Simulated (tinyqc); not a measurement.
Type-II superlattice in the two-band Kane model, step by step. Values are carried at full precision from step to step, so a last printed digit may differ when a step is redone from the rounded ones.

Motion along the axis, period d = a + b, c = hbar^2/2m0. Conduction and light-hole bands couple: (E - Ec)(E - Ev) = Ep c k^2 in each layer, with mass m(E) = (E - Ev)/Ep, which may be negative. The conduction envelope psi and psi'/m(E) are continuous; a layer carries them by [[cos kt, (m/k) sin kt], [-(k/m) sin kt, cos kt]] (cosh and sinh for k^2 < 0), and cos(q d) = tr(M_B M_A)/2. C1 is the first miniband above EvB, with its bottom at tr/2 = +1 and its top at -1; the gap is the bottom of C1 less the top heavy-hole level HH1.

Constants: hbar^2/2m0 = 3.80998211 eV angstrom^2; hc = 1239.841984 eV nm.

Values chosen for the exercise (near those of an InAs/GaSb superlattice; the results hold for these values, not for the real material): a = 32 angstrom (layer A); b = 35 angstrom (layer B); EcA = 0 eV (conduction edge of A); EvA = -0.422 eV (valence edge of A); EcB = 0.921 eV (conduction edge of B); EvB = 0.124 eV (valence edge of B); EpA = 14.4 eV (coupling energy in A); EpB = 18.3 eV (coupling energy in B); E = 0.255 eV (trial energy); mhA = 0.32 m0 (heavy hole in A); mhB = 0.26 m0 (heavy hole in B).

## Wave numbers and masses at one energy

Give k^2 and m(E) in both layers.

Layers:

| layer | k^2 (1/angstrom^2) | m(E) (m0) |
|---|---|---|
| A | 0.0031466 | 0.04701 |
| B | -0.0012513 | 0.00716 |

In B the decay constant is 0.0354 1/angstrom; across the gap of B it peaks at mid-gap, at 0.0477, and vanishes at both edges.

## Transfer matrices

Form M_A, M_B and half the trace of their product.

M_A (angstrom units):
```
          1         2
1  -0.22236   0.81713
2   -1.1633  -0.22236
```

M_B (angstrom units):
```
        1        2
1  1.8695  0.31964
2  7.8055   1.8695
```

tr/2 = 2.5874

E lies in a gap of the coupled bands.

## Edges and effective gap

Heavy holes are uncoupled: with e = EvB - E, p = sqrt(mhB e/c), w = sqrt(mhA (EvB - EvA - e)/c), the top level HH1 at q = 0 solves (p/mhB) tan(p b/2) = (w/mhA) tanh(w a/2).

C1 is the first miniband above EvB: bottom at tr/2 = +1, top at -1. The gap is its bottom less HH1; cut-off wavelength hc/gap.

bottom of C1 = 0.3265 eV
top of C1 = 0.4126 eV
HH1 = 0.0576 eV
gap = 0.2689 eV
cut-off = 4.61 micrometre

The bulk edges overlap by 124 meV; confinement lifts the electrons by 326 meV and lowers the holes by 66 meV, which opens the gap. It is 0.64 of the smaller bulk gap.

## Electron mass along the axis

m_z = -2 c f'/d^2 with f = tr/2 differentiated at the bottom of C1 (central difference of 1e-6 eV); compare the bulk edge mass (EcA - EvA)/EpA.

f' = -23.92 1/eV
m_z = 0.0406 m0
bulk edge mass of A = 0.0293 m0

## Checks

- Bottom of C1 from the two-band matrix on a staggered grid of 0.5 angstrom against the transfer matrix, eV: both 0.326.

Computed by tinyqc, a small Python program: `OMP_NUM_THREADS=1 python tinyqc.py 1282503 1282504 out.jsonl` (the numbers bound the seed that draws the inputs); one thread of a shared host (Intel(R) Xeon(R) Processor @ 2.30GHz), about 0.03 s for the whole set of steps.
